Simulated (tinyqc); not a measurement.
Comparisons within one model: special k points of the simple cubic lattice. A value that a table varies takes the place of the one given here.

Lattice vectors in units of a: a1 = (1, 0, 0), a2 = (0, 1, 0), a3 = (0, 0, 1); reciprocal vectors b_i with a_i . b_j = 2 pi delta_ij. Mesh: k = sum_i f_i b_i with f_i = (2 j_i + shift)/(2 N), j_i = 0 .. N-1. The point group of the lattice has 48 operations; only those that map the mesh onto itself are used.

A_m(k) = sum over the m-th star of lattice vectors R of cos(k . R), stars in order of length: m = 1: |R|^2 = 1, 6 vectors, such as (1, 0, 0) in the basis a_i; m = 2: |R|^2 = 2, 12 vectors, such as (1, 1, 0) in the basis a_i; m = 3: |R|^2 = 3, 8 vectors, such as (1, 1, 1) in the basis a_i; m = 4: |R|^2 = 4, 6 vectors, such as (2, 0, 0) in the basis a_i; m = 5: |R|^2 = 5, 24 vectors, such as (2, 1, 0) in the basis a_i; m = 6: |R|^2 = 6, 24 vectors, such as (2, 1, 1) in the basis a_i. The zone mean of every A_m is zero.

Test function, the lower band of a two-band insulator: E(k) = -sqrt(D^2 + (e0 - t A_1(k))^2).

Values chosen for the exercise: D = 1.18 eV (half gap term); t = 0.59 eV (coupling); e0 = 1.15 eV (offset); N = 4 (points along each reciprocal vector); shift = 0 (half steps).

## Mesh size and shift

Errors of the mean of E against the unshifted mesh with N = 24. The fifth column is |R|^2 of the shortest star with a non-zero mean.

Meshes:

| mesh | points | irreducible | operations | \|R\|^2 missed | error (meV) |
|---|---|---|---|---|---|
| 1 Gamma | 1 | 1 | 48 | 1.00 | -636.951 |
| 1 shifted | 1 | 1 | 48 | 1.00 | -2807.690 |
| 2 Gamma | 8 | 4 | 48 | 4.00 | -331.277 |
| 2 shifted | 8 | 1 | 48 | 4.00 | 380.780 |
| 3 Gamma | 27 | 4 | 48 | 9.00 | -31.927 |
| 3 shifted | 27 | 4 | 48 | 9.00 | 22.227 |
| 4 Gamma | 64 | 10 | 48 | 16.00 | 1.966 |
| 4 shifted | 64 | 4 | 48 | 16.00 | 0.351 |
| 5 Gamma | 125 | 10 | 48 | 25.00 | 0.131 |
| 5 shifted | 125 | 10 | 48 | 25.00 | -0.592 |
| 6 Gamma | 216 | 20 | 48 | 36.00 | 0.122 |
| 6 shifted | 216 | 10 | 48 | 36.00 | -0.012 |

reference mean = -2.02848 eV

What does this show, and why?

The shifted mesh has the smaller error for 3 of 6 values of N and the larger for 3. The cheapest mesh within 1 meV is 4 shifted, with 4 irreducible points. A mesh misses the lattice vectors N (n1 a1 + n2 a2 + ...); the half shift gives each the sign (-1)^(n1 + n2 + ...), so the 6 shortest ones add up to -6 in place of 6: their term only changes sign. The shift keeps the full symmetry; it leaves fewer irreducible points for N = 2, 4 and 6.

## Gap and mesh density

D takes the values listed; errors against the unshifted mesh with N = 30, for unshifted meshes.

Errors (meV):

| D (eV) | reference (eV) | N = 2 | N = 4 | N = 6 | N = 8 |
|---|---|---|---|---|---|
| 0.2 | -1.5333 | -306.080 | 17.634 | 2.440 | 0.658 |
| 0.4 | -1.5987 | -329.559 | 8.010 | 0.907 | 0.264 |
| 0.8 | -1.7928 | -340.996 | 2.785 | 0.322 | 0.031 |
| 1.5 | -2.2530 | -316.953 | 1.717 | 0.048 | -0.002 |
| 2.5 | -3.0495 | -266.289 | 1.135 | -0.002 | 0.000 |
| 4.0 | -4.3835 | -205.429 | 0.581 | -0.002 | 0.000 |

How do the results move?

The first listed N from which the error stays below 0.5 meV is none for D = 0.2, 8 for D = 0.4, 6 for D = 0.8, 6 for D = 1.5, 6 for D = 2.5, 6 for D = 4 eV. A larger D makes the function smoother, so its Fourier coefficients fall faster with |R|.

## One point for the whole zone

The mean-value (Baldereschi) point is taken at k = (2 pi/a) (0.25, 0.25, 0.25), that is f = (0.25, 0.25, 0.25); the reference is the mesh with N = 24.

Single points:

| point | A_1 | A_2 | A_3 | A_4 | E (eV) |
|---|---|---|---|---|---|
| Gamma | 6.000 | 12.000 | 8.000 | 6.000 | -2.6654 |
| mean-value point | 0.000 | 0.000 | 0.000 | -6.000 | -1.6477 |
| zone-face centre b1/2 | 2.000 | -4.000 | -8.000 | 6.000 | -1.1804 |

reference mean = -2.0285 eV

What does this show, and why?

The mean-value point makes A_1, A_2 and A_3 vanish. Its error is +381 meV, against -637 meV at Gamma and +848 meV at b1/2. E is not linear in A_1; its powers hold sums of nearest vectors and a non-zero mean, so this point is not exact.

## What moves the zone average

Mean of E over the mesh, and its error against the unshifted mesh with N = 24. Each row changes one parameter from the base and keeps the others.

Results:

| case | mean (eV) | error (meV) | irreducible points |
|---|---|---|---|
| base | -2.0265 | 1.97 | 10 |
| N = 5 | -2.0283 | 0.13 | 10 |
| shift = 1 | -2.0281 | 0.35 | 4 |
| D = 0.826 eV | -1.8049 | 2.68 | 10 |
| t = 0.767 eV | -2.2634 | 3.29 | 10 |

What can be read from the table?

The largest shifts from the base row, up to three for each result and ties (the steps differ in size, so this ranks the rows, not the parameters). mean (eV): t -0.2369, D +0.2216, N -0.0018. error (meV): N -1.84, shift -1.62, t +1.33. irreducible points: shift -6; unchanged at the printed digits by N, D and t.

Program tinyqc; command `OMP_NUM_THREADS=1 python tinyqc.py 1651864 1651865 out.jsonl`; about 0.1 s on one thread of a shared Intel(R) Xeon(R) Processor @ 2.30GHz.
